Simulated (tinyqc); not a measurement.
From resistivity rho back to bulk mean free path lambda: size effects in the resistivity of thin metal films and interconnect lines. Computed by tinyqc, a small Python program. Command: `OMP_NUM_THREADS=1 python tinyqc.py 3031086 3031087 out.jsonl size inv`. One thread of a shared host (Intel(R) Xeon(R) Processor @ 2.30GHz), about 0.02 s of CPU time with the checks.

Electrons lose their drift at surfaces (a share 1 - p of the hits) and at grain boundaries (reflection R), besides bulk scattering. The line sits in a trench with a non-conducting liner on both walls and the bottom; the spacing equals the drawn width.

Inputs (values chosen for the exercise, modelled on tungsten):
```
quantity                          value         unit
bulk resistivity rho_b             5.13  microohm cm
specularity p                         0            -
grain-boundary reflection R        0.26            -
drawn line width w                  5.4           nm
grain size over metal width         1.8            -
aspect ratio (height over width)    2.7            -
liner thickness t                   1.6           nm
line length                         120   micrometre
permittivity of the dielectric k      3            -
```

Geometry: line.

Constants: eps_0 = 8.8541878128e-12 F/m.

Method:
- Metal width w_m = w - 2t, height h_m = (aspect ratio) w - t, grain size D = (ratio) w_m.
- Mayadas-Shatzkes: alpha = (lambda/D) R/(1 - R); rho_b/rho = 1 - 3 alpha/2 + 3 alpha^2 - 3 alpha^3 ln(1 + 1/alpha).
- Fuchs-Sondheimer film: rho_b/rho = 1 - (3/(2 kappa))(1 - p) int_0^1 (s - s^3)(1 - exp(-kappa/s))/(1 - p exp(-kappa/s)) ds, f = rho/rho_b, kappa = thickness/lambda, 80 Gauss-Legendre points.
- Line: the excess of a film of thickness w_m and of a film of thickness h_m are added, rho/rho_b = 1 + (f(w_m) - 1) + (f(h_m) - 1), an estimate that holds best when both sides exceed lambda.
- Total: rho = rho_b [1 + surface excess + grain excess]; resistance per length rho/(w_m h_m); capacitance per length C = 2 k eps_0 (aspect ratio + 1/2), a parallel-plate estimate for two neighbours plus a fixed term for the planes above and below; delay 0.38 R C L^2; effective resistivity per drawn area.

Task: A run gave the result below. Find the bulk mean free path lambda, known to lie between 13 and 17 nm.

resistivity rho = 31.02806 microohm cm

Result:

Each step takes the trial c = (a f_b - b f_a)/(f_b - f_a), f being the result less the target and a, b, c the logarithms of the listed values; c replaces end b, the old b replaces a if the sign of f changed, and otherwise f_a is halved.

Scan of the range:
```
bulk mean free path lambda (nm)  resistivity rho (microohm cm)
13.0                                                   28.0531
13.6                                                   29.0230
14.2                                                   29.9880
14.9                                                   31.1078
15.5                                                   32.0628
16.3                                                   33.3294
17.0                                                   34.4318
```

False position (Illinois rule, in the logarithm of the input) inside the bracket:
```
step    end a    end b    trial  resistivity rho (microohm cm)
1     14.2000  14.9000  14.8490                        31.0265
2     14.9000  14.8490  14.8500                        31.0281
3     14.9000  14.8500  14.8500                        31.0281
4     14.8500  14.8500  14.8500                        31.0281
```

Resistivity rho rises at every point of a 13-point scan of the range (every second point is shown), so one value fits; it is bracketed by 14.2 and 14.9. Answer: bulk mean free path lambda = 14.85 nm.

Caution: for lines much narrower than lambda adding the two film terms and the grain term underestimates the resistivity.
